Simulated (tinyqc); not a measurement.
Conductance against temperature: thermal boundary conductance by the acoustic and diffuse mismatch models. Computed by tinyqc, a small Python program. Command: `OMP_NUM_THREADS=1 python tinyqc.py 3015187 3015188 out.jsonl kapitza walk`. One thread of a shared host (Intel(R) Xeon(R) Processor @ 2.30GHz), about 0.01 s of CPU time with the checks.

Each side has one longitudinal and two transverse Debye branches, omega = v q up to q_D = (6 pi^2 n)^(1/3), with n counting all atoms. Scattering at the interface is elastic. Electrons are left out of G, also for metals. Melting is ignored. G refers to the temperatures of the phonons sent towards the interface. Linear branches over all atoms overstate G at high T, most for crystals with several atoms a cell.

Inputs (values chosen for the exercise, modelled on magnesium oxide (side 1) and silicon carbide (side 2)):
```
quantity                    value    unit
density rho_1                3.49  g/cm^3
longitudinal velocity vL_1   9780     m/s
transverse velocity vT_1     6230     m/s
atom density n_1              105  1/nm^3
density rho_2                3.12  g/cm^3
longitudinal velocity vL_2  12400     m/s
transverse velocity vT_2     7530     m/s
atom density n_2             98.7  1/nm^3
```

Structure: superlattice.

Constants: hbar = 1.054571817e-34 J s; k_B = 1.380649e-23 J/K.

Method:
- omega_c = v q_D for each branch, given as hbar omega_c/k_B; impedance Z = rho v.
- No mode conversion. t(theta) = 4 Z_1 Z_2 cos(theta_1) cos(theta_2)/N^2, with N = Z_2 cos(theta_1) + Z_1 cos(theta_2) for L (the form for pressure waves) and N = Z_1 cos(theta_1) + Z_2 cos(theta_2) for both T branches (the form for shear waves polarised along the interface); sin(theta_2) = (v_2/v_1) sin(theta_1), and t = 0 beyond the critical angle arcsin(v_1/v_2); the mean over the incoming flux is alpha = 2 int t sin(theta_1) cos(theta_1) d theta_1 (64 Gauss-Legendre points).
- G = (k_B^4 T^3/(8 pi^2 hbar^3)) int W(x) x^4 e^x/(e^x - 1)^2 dx, x = hbar omega/(k_B T). Acoustic mismatch: W = sum over the three branches of alpha(1 to 2)/v_1^2, each up to the lower of its two cut-offs. Diffuse mismatch: W = S_1 S_2/(S_1 + S_2), where S_i sums 1/v^2 over the branches of side i still below their cut-off. Radiation limit: W = min(S_1, S_2). The integral is split at the four cut-offs (64 Gauss-Legendre points a piece, x at most 45).

Branches:
```
branch     v (m/s)  cut-off (K)  Z (1e6 kg/(m^2 s))
L, side 1     9780      1373.66             34.1322
T, side 1     6230       875.04             21.7427
L, side 2    12400      1706.10             38.6880
T, side 2     7530      1036.04             23.4936
```

Transmission:
```
branch  t at normal incidence  largest angle from side 1 (deg)  alpha, 1 to 2  alpha, 2 to 1
L                    0.996086                          52.0651       0.583537       0.938067
T                    0.998502                          55.8282       0.663314       0.969021
```

G (MW/(m^2 K)):
```
T (K)  acoustic mismatch  diffuse mismatch  radiation limit
2              0.0032845         0.0020349        0.0034065
5               0.051321          0.031796         0.053226
10               0.41057           0.25437          0.42581
20                3.2845            2.0349           3.4065
40                26.276            16.280           27.252
80                207.61            128.89           215.56
150               1040.8            664.26           1096.8
300               2898.5            1929.3           3124.6
600               4313.0            2918.9           4691.2
1000              4769.4            3239.7           5197.7
```

What follows from these numbers?

All three follow T^3 at the cold end (exponent 3.00 for the diffuse model) and flatten at high T (exponent 0.20 at the hot end); the lowest cut-off is 875 K. The ratio of diffuse to acoustic goes from 0.62 to 0.68. The plateau is set by the frequencies that both sides share.

Extremes, crossings and ranges named in words are read from the listed rows.
